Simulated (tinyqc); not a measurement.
Worked calculation: extended Hueckel theory, for BeH2. One step of it, computed by the program tinyqc.

Task: Wolfsberg-Helmholz matrix. H_ij = K' S_ij (H_ii + H_jj)/2 for i != j (the diagonal keeps H_ii), with K' = K + D^2 + D^4 (1 - K), D = (H_ii - H_jj)/(H_ii + H_jj), K = 2.

overlap S:
```
           1Be 2s   1Be 2px    1Be 2py   1Be 2pz     2H 1s      3H 1s
1Be 2s   1.000000  0.000000   0.000000  0.000000  0.440471   0.440471
1Be 2px  0.000000  1.000000   0.000000  0.000000  0.000000   0.000000
1Be 2py  0.000000  0.000000   1.000000  0.000000  0.532055  -0.532055
1Be 2pz  0.000000  0.000000   0.000000  1.000000  0.049638   0.049638
2H 1s    0.440471  0.000000   0.532055  0.049638  1.000000   0.027051
3H 1s    0.440471  0.000000  -0.532055  0.049638  0.027051   1.000000
```

diagonal H_ii (eV): 1Be 2s -10.000000, 1Be 2px -6.000000, 1Be 2py -6.000000, 1Be 2pz -6.000000, 2H 1s -13.600000, 3H 1s -13.600000

K = 2.000000

Give: H.

Result:

H (eV):
```
          1Be 2s  1Be 2px  1Be 2py  1Be 2pz    2H 1s    3H 1s
1Be 2s   -10.000    0.000    0.000    0.000  -10.513  -10.513
1Be 2px    0.000   -6.000    0.000    0.000    0.000    0.000
1Be 2py    0.000    0.000   -6.000    0.000  -11.094   11.094
1Be 2pz    0.000    0.000    0.000   -6.000   -1.035   -1.035
2H 1s    -10.513    0.000  -11.094   -1.035  -13.600   -0.736
3H 1s    -10.513    0.000   11.094   -1.035   -0.736  -13.600
```
